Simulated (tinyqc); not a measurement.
Nucleation and growth against temperature: classical nucleation, growth and JMAK kinetics of crystallisation from a melt or glass. Computed by tinyqc, a small Python program. Command: `OMP_NUM_THREADS=1 python tinyqc.py 3011627 3011628 out.jsonl nucl walk`. One thread of a shared host (Intel(R) Xeon(R) Processor @ 2.30GHz), about 0.01 s of CPU time with the checks.

A spherical nucleus with a sharp interface of isotropic energy gamma; lambda = Omega^(1/3) is the jump distance.

Inputs (values chosen for the exercise, for a model substance):

| quantity | value | unit |
|---|---|---|
| melting point T_m | 1270 | K |
| heat of melting per volume H | 1360 | J/cm^3 |
| interface energy gamma | 0.148 | J/m^2 |
| atomic volume Omega | 14.9 | angstrom^3 |
| diffusion prefactor D0 | 7.8e-05 | m^2/s |
| activation energy Q | 2.19 | eV |

Nucleation: homogeneous. Driving force: Turnbull (linear).

Constants: k_B = 1.380649e-23 J/K; k_B = 8.617333262e-05 eV/K.

Method:
- Driving force per volume: dG = H (T_m - T)/T_m.
- Shape factor f = 1.
- W(r) = f [4 pi r^2 gamma - (4/3) pi r^3 dG]; r* = 2 gamma/dG; W* = f 16 pi gamma^3/(3 dG^2); n* = f (4/3) pi r*^3/Omega.
- D = D0 exp(-Q/(k_B T)); attachment rate k+ = (A*/lambda^2) D/lambda^2 with A* = 4 pi r*^2; Zeldovich factor Z = sqrt(W*/(3 pi k_B T))/n*; sites per volume N = 1/Omega; I = N Z k+ exp(-W*/(k_B T)); lag time = 1/(4 pi Z^2 k+).
- Growth (Wilson-Frenkel): u = (D/lambda) [1 - exp(-dG Omega/(k_B T))].
- JMAK with steady nucleation and growth, nuclei spread at random: extended fraction X_e = (pi/3) I u^3 t^4, X = 1 - exp(-X_e); t_X = [-3 ln(1 - X)/(pi I u^3)]^(1/4); final grains per volume = Gamma(5/4) (3/pi)^(1/4) (I/u)^(3/4), Gamma(5/4) = 0.9064024771.
- Grain size = (grains per volume)^(-1/3). Rows are kept where W*/(k_B T) < 70.

Rates:

| T (K) | W*/(k_B T) | I (1/(m^3 s)) | u (m/s) | t_0.5 (s) | grain size (micrometre) |
|---|---|---|---|---|---|
| 635 | 13.399 | 1.1025e+21 | 9.0269e-13 | 5.3451e+03 | 5.5487e-03 |
| 698 | 15.022 | 7.6826e+21 | 2.9880e-11 | 2.3839e+02 | 8.1915e-03 |
| 762 | 17.446 | 1.3863e+22 | 5.5817e-10 | 2.2891e+01 | 1.4693e-02 |
| 826 | 21.069 | 4.7142e+21 | 6.3711e-09 | 4.8271e+00 | 3.5367e-02 |
| 889 | 26.584 | 1.6174e+20 | 4.7596e-08 | 2.4821e+00 | 1.3586e-01 |
| 952 | 35.636 | 1.2149e+17 | 2.5877e-07 | 4.2109e+00 | 1.2531e+00 |
| 1016 | 52.338 | 3.5238e+10 | 1.0896e-06 | 6.1728e+01 | 7.7350e+01 |

Among these rows I peaks at 762 K, u at 1016 K and the change is fastest at 889 K, between the two. Growth has no barrier W*, so it peaks nearer T_m than nucleation. The grain size goes as (u/I)^(1/4), from 0.0055 micrometre at the lowest T to 77 at the highest.

Extremes, crossings and ranges named in words are read from the listed rows.
